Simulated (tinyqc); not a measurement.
Reverse leakage of an n+-p junction: diffusion, generation, trap-assisted and band-to-band tunnelling: leakage components against the reverse bias.

One-sided abrupt junction in the depletion approximation, x from the junction (0) to W on the p side, field F = F0 (1 - x/W). Flat quasi-Fermi levels, long p side. Traps generate through SRH with both lifetimes shortened by 1 + Gamma (Hurkx enhancement, form for moderate fields); band-to-band generation is local and needs a total bending above Eg.

ni = sqrt(Nc Nv) exp(-Eg/(2 Vt)), Eg in volts; Vbi = Vt ln(Na Nd/ni^2); W = sqrt(2 eps0 eps_r (Vbi + VR)/(q Na)); F0 = 2 (Vbi + VR)/W; FG = sqrt(24 mt m0 (kB T)^3)/(q hbar); J_diff = q ni^2 sqrt(Dn/tau)(1 - exp(-VR/Vt))/Na. u = (Vbi + VR)(1 - x/W)^2, p = Na exp(-u/Vt), n = Nd exp((u - Vbi - VR)/Vt); G0 = ni^2 (1 - exp(-VR/Vt))/(tau (n + p + 2 ni cosh(Et/Vt))); Gamma = 2 sqrt(3 pi)(F/FG) exp((F/FG)^2); trap-assisted part G0 Gamma; G_bb = Ab F^2.5 exp(-Bb/F) with F in V/cm, zero unless Vbi + VR > Eg, and counted as zero under 1 cm^-3 s^-1. Currents are q times the integrals over 0 to W; J_bb under 1e-8 of J is printed as 0; rows with F0/FG above 2.2, beyond the range of this Gamma, are left out.

Parameters, values chosen for the exercise; band and dielectric values close to those of silicon:
```
symbol,value,unit,meaning
T,350,K,temperature
Eg,1.1,eV,band gap
eps_r,11.7,,relative permittivity
Nc,3.53e19,cm^-3,conduction-band density of states at T
Nv,3.38e19,cm^-3,valence-band density of states at T
Na,5.4e17,cm^-3,acceptor density of the lighter side
Nd,1e19,cm^-3,donor density of the heavier side
tau,1e-9,s,SRH lifetime of both carriers at zero field
Et,0.11,eV,trap level above the intrinsic level
mt,0.27,m0,tunnelling mass
Dn,25,cm^2/s,electron diffusion coefficient on the lighter side
Ab,2.8e14,cm^-0.5 V^-2.5 s^-1,band-to-band prefactor
Bb,1.77e7,V/cm,band-to-band field constant
```

Constants: q = 1.602176634e-19 C, kB = 1.380649e-23 J/K, hbar = 1.054571817e-34 J s, m0 = 9.1093837015e-31 kg, Vt = kB T/q, eps0 = 8.8541878128e-14 F/cm where lengths are in cm. Results are converted to the units shown.

Result of one run:

| F0 (kV/cm) | F0/FG | J_diff (A/cm^2) | J_SRH (A/cm^2) | J_TAT (A/cm^2) | J_bb (A/cm^2) | J (A/cm^2) | largest part |
|---|---|---|---|---|---|---|---|
| 769 | 1.59 | 8.10e-9 | 1.03e-5 | 2.52e-4 | 7.80e-7 | 2.63e-4 | trap-assisted tunnelling |

Which reverse bias VR gave this result: 0.2, 1.1, 2.3 or 2.6 V?

VR = 2.6 V.

The whole series:

| VR (V) | F0 (kV/cm) | F0/FG | J_diff (A/cm^2) | J_SRH (A/cm^2) | J_TAT (A/cm^2) | J_bb (A/cm^2) | J (A/cm^2) | largest part |
|---|---|---|---|---|---|---|---|---|
| 0.2 | 436 | 0.902 | 8.09e-9 | 2.52e-6 | 1.35e-5 | 0 | 1.61e-5 | trap-assisted tunnelling |
| 0.5 | 490 | 1.01 | 8.10e-9 | 3.89e-6 | 2.60e-5 | 0 | 2.99e-5 | trap-assisted tunnelling |
| 0.8 | 539 | 1.12 | 8.10e-9 | 5.06e-6 | 4.15e-5 | 8.88e-12 | 4.66e-5 | trap-assisted tunnelling |
| 1.1 | 583 | 1.21 | 8.10e-9 | 6.11e-6 | 6.07e-5 | 1.56e-10 | 6.68e-5 | trap-assisted tunnelling |
| 1.4 | 625 | 1.29 | 8.10e-9 | 7.06e-6 | 8.45e-5 | 1.58e-9 | 9.16e-5 | trap-assisted tunnelling |
| 1.7 | 664 | 1.37 | 8.10e-9 | 7.95e-6 | 1.14e-4 | 1.08e-8 | 1.22e-4 | trap-assisted tunnelling |
| 2 | 700 | 1.45 | 8.10e-9 | 8.77e-6 | 1.51e-4 | 5.53e-8 | 1.59e-4 | trap-assisted tunnelling |
| 2.3 | 735 | 1.52 | 8.10e-9 | 9.55e-6 | 1.96e-4 | 2.27e-7 | 2.06e-4 | trap-assisted tunnelling |
| 2.6 | 769 | 1.59 | 8.10e-9 | 1.03e-5 | 2.52e-4 | 7.80e-7 | 2.63e-4 | trap-assisted tunnelling |

J rises from 1.61e-5 to 2.63e-4 A/cm^2. Trap-assisted tunnelling leads at VR = 0.2 and in all other rows. The ratio J_TAT/J_SRH goes from 5.36 to 24.5 as F0/FG goes from 0.902 to 1.59.

Numbers from tinyqc (`OMP_NUM_THREADS=1 python tinyqc.py 2290104 2290105 out.jsonl`; about 0.01 s on one thread of a shared Intel Xeon 2.30GHz).
